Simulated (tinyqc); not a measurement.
MOS capacitor on an n-type substrate, surface potential from the exact charge relation: two steps of the calculation.

Uniform n-type substrate, Boltzmann statistics, full ionisation, classical densities. psi is the surface potential against the body (positive when the bands bend down) and u = -psi/Vt. Traps are spread evenly over the gap and neutral at flat band, so their charge is -q Dit psi; the minority quasi-Fermi level is shifted by Vb.

Values chosen for this exercise; band and dielectric values close to those of silicon:
```
symbol    value         unit                                                                 meaning
T           325            K                                                             temperature
Eg          1.1           eV                                                                band gap
eps_r      11.9                                                                relative permittivity
Nc      3.22e19        cm^-3                                  conduction-band density of states at T
Nv      2.97e19        cm^-3                                     valence-band density of states at T
N        3.1e15        cm^-3                                          donor density of the substrate
eox         3.9               relative permittivity of the gate insulator (close to silicon dioxide)
tox          11           nm                                                     insulator thickness
Nf            0        cm^-2                            fixed charge at the interface, in units of q
Dit           0  cm^-2 eV^-1                                              density of interface traps
Vb            0            V                    reverse bias of the inversion layer against the body
Vg        -0.62            V                                           gate voltage against the body
```

Constants: q = 1.602176634e-19 C, kB = 1.380649e-23 J/K, Vt = kB T/q, eps0 = 8.8541878128e-14 F/cm where lengths are in cm. Results are converted to the units shown.

Question 1. Newton step for the surface potential. u = -psi/Vt; F^2 = exp(-u) + u - 1 + r (exp(u) - u - 1); Qs = +sign(u) Q0 F; Cs = -dQs/dpsi = (Q0/Vt) |1 - exp(-u) + r (exp(u) - 1)|/(2 F). f = Vfb + psi + (q Dit psi - Qs)/Cox - Vg, f' = 1 + (Cs + q Dit)/Cox, psi(new) = psi - f/f'.

psi at the start = -0.38098848 V
Cox = 0.31392120 uF/cm^2
Vfb = -0.23901152 V
Q0 = 5.4141092 nC/cm^2
r = 8.7132094e-10

Wanted: u; F; Qs; Cs; f; f'; psi after iteration 1.

Answer 1.

u = 13.604
F = 3.5503
Qs = 19.222 nC/cm^2
Cs = 0.027245 uF/cm^2
f = -0.061230 V
f' = 1.0868
psi after iteration 1 = -0.32465 V

Question 2. Charges, field and capacitances at the solution. ni = sqrt(Nc Nv) exp(-Eg/(2 Vt)), Eg in volts; phiF = Vt ln(N/ni); Cox = eps0 eox/tox; Vfb = phiM - chi - Vt ln(Nc/N) - q Nf/Cox; Q0 = sqrt(2 eps0 eps_r q N Vt); r = (ni/N)^2 exp(-Vb/Vt); VT = Vfb - [(2 phiF + Vb)(1 + q Dit/Cox) + sqrt(2 eps0 eps_r q N (2 phiF + Vb))/Cox].

Low frequency: 1/C_LF = 1/Cox + 1/(Cs + q Dit). High frequency, in the simple estimate in which traps and minority carriers do not follow: 1/C_HF = 1/Cox + 1/Cd, Cd being Cs with r = 0 at the same psi. Minority sheet density N_inv = (Q0/(2 q)) int_0^u r (exp(t) - 1)/F(t) dt for u > 0. Oxide field |Qs - q Dit psi + q Nf|/(eps0 eox).

converged psi = -0.32484012 V

Wanted: Qs; N_inv; oxide field; Cs; C_LF/Cox; C_HF/Cox.

Answer 2.

Qs = 17.63 nC/cm^2
N_inv = 5.205e5 cm^-2
oxide field = 0.05104 MV/cm
Cs = 0.02969 uF/cm^2
C_LF/Cox = 0.08641
C_HF/Cox = 0.08641

The surface is in weak inversion (borders at |psi| = 0, phiF + Vb and 2 phiF + Vb = 0.584 V).

Computed by the program tinyqc: `OMP_NUM_THREADS=1 python tinyqc.py 2060057 2060058 out.jsonl`, one thread of a shared Intel Xeon 2.30GHz, about 0.01 s for the whole run.
